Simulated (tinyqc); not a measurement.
# Thermal displacements in the Debye model: Debye-Waller factors, bond-length spread and the Lindemann rule, step by step

A worked calculation. Computed by tinyqc, a small Python program that keeps every step. Command: `OMP_NUM_THREADS=1 python tinyqc.py 3013205 3013206 out.jsonl debyewaller walk`. One thread of a shared host (Intel(R) Xeon(R) Processor @ 2.30GHz), about 0.01 s of CPU time with the checks. Intermediate numbers are printed to about 6 digits and carried at full precision; extremes and crossings named in words are read from the listed rows.

A Debye spectrum with three branches of one velocity, cut at k_B Theta; 8 atoms per cube, nearest neighbours at d = 0.433013 a.

Inputs (values chosen for the exercise, modelled on silicon):

| quantity | value | unit |
|---|---|---|
| atomic mass M | 28.09 | u |
| Debye temperature Theta | 532 | K |
| lattice constant a | 5.431 | angstrom |
| temperature T | 150 | K |
| Lindemann ratio x_L | 0.13 | - |
| gamma-ray energy E | 77.3 | keV |
| photoelectron wave number k | 12 | 1/angstrom |

Structure: diamond.

reflection (h k l): 4  0  0

Constants: hbar^2/u = 4.18015928e-03 eV angstrom^2; k_B = 8.617333262e-05 eV/K; e = 1.602176634e-19 C; u = 1.6605390666e-27 kg; c = 299792458 m/s; hbar = 6.582119569e-16 eV s.

## Mean-square displacement

<u_x^2> = (3 hbar^2/(2 M k_B Theta)) int_0^1 s coth(s Theta/(2T)) ds (64 Gauss-Legendre points); it tends to 3 hbar^2/(4 M k_B Theta) at T = 0 and to 3 hbar^2 T/(M k_B Theta^2) at high T. B = 8 pi^2 <u_x^2>.

<u_x^2> = 0.00360523 angstrom^2

zero-point value = 0.00243455 angstrom^2

classical value = 0.00274573 angstrom^2

B factor = 0.284658 angstrom^2

The zero-point value is 67.5 % and the classical value 76.2 % of the full result; the two are limits, not parts that add.

## Loss of Bragg intensity

G = 2 pi sqrt(h^2 + k^2 + l^2)/a; the intensity is multiplied by exp(-2W), 2W = G^2 <u_x^2>; the loss goes into thermal diffuse scattering.

|G| = 4.62765 1/angstrom

2W = 0.0772065

intensity factor exp(-2W) = 0.925699

## Recoil-free fraction

A nucleus of this mass is supposed to emit a gamma ray of the energy chosen: recoil energy E_R = E^2/(2 M c^2), wave number k_g = E/(hbar c), recoil-free fraction f = exp(-k_g^2 <u_x^2>).

recoil energy = 114.182 meV

k_g = 39.1736 1/angstrom

recoil-free fraction f = 0.00395618

E_R is 2.49 k_B Theta.

## Spread of the bond length

Correlated Debye model: sigma^2 = (3 hbar^2/(M k_B Theta)) int_0^1 s coth(s Theta/(2T)) [1 - sin(s q_D R)/(s q_D R)] ds for two atoms at distance R, q_D = (6 pi^2 n)^(1/3), n atoms per volume; uncorrelated motion would give 2 <u_x^2>. An EXAFS amplitude is damped by exp(-2 k^2 sigma^2).

sigma^2 of the nearest bond = 0.00378189 angstrom^2

correlation 1 - sigma^2/(2 <u_x^2>) = 0.475500

EXAFS damping = 0.336491

Neighbours move partly together, which removes 48 % of the uncorrelated spread. Caution: in covalent crystals the stiff bond makes the true nearest-neighbour sigma^2 smaller than this model gives.

## Lindemann melting temperature

Melting is placed where sqrt(3 <u_x^2>) = x_L d; the classical form gives T_m = M k_B Theta^2 (x_L d)^2/(9 hbar^2).

Lindemann T_m = 1697.38 K

classical T_m = 1702.00 K

ratio sqrt(3 <u_x^2>)/d at T = 0.0442229

The rule is empirical: x_L is fitted within a family of like crystals, and T_m goes as its square.

## Displacements against temperature

The correlation is 1 - sigma^2/(2 <u_x^2>); exp(-2W) uses 2W = G^2 <u_x^2>.

Displacements (angstrom^2):

| T (K) | <u_x^2> | classical | sigma^2 at d | sigma^2 at 2d | exp(-2W) |
|---|---|---|---|---|---|
| 16 | 0.00244903 | 2.92878e-04 | 0.00318330 | 0.00484688 | 0.948905 |
| 53 | 0.00259348 | 9.70157e-04 | 0.00320439 | 0.00491282 | 0.945974 |
| 110 | 0.00310003 | 0.00201353 | 0.00344165 | 0.00545622 | 0.935768 |
| 190 | 0.00418283 | 0.00347792 | 0.00422003 | 0.00696311 | 0.914319 |
| 290 | 0.00578884 | 0.00530841 | 0.00554688 | 0.00937374 | 0.883408 |
| 430 | 0.00820076 | 0.00787109 | 0.00764543 | 0.0130924 | 0.838937 |
| 640 | 0.0119384 | 0.0117151 | 0.0109731 | 0.0189227 | 0.774403 |
| 960 | 0.0177221 | 0.0175727 | 0.0161773 | 0.0279929 | 0.684189 |
| 1200 | 0.0220855 | 0.0219658 | 0.0201194 | 0.0348496 | 0.623153 |

The classical line is within 5 % from T = 430 K (T/Theta = 0.81) on. The correlation of nearest neighbours grows from 0.35 to 0.54, since thermal motion weights long waves, which move neighbours together, more than zero-point motion does; at 2d it ends at 0.21. The reflection keeps 95 % of its intensity at the lowest T and 62 % at the highest.

Checks made by the program: high-temperature series <u^2> = classical x (1 + (Theta/T)^2/36) at T = 5 Theta (relative difference 4e-07).
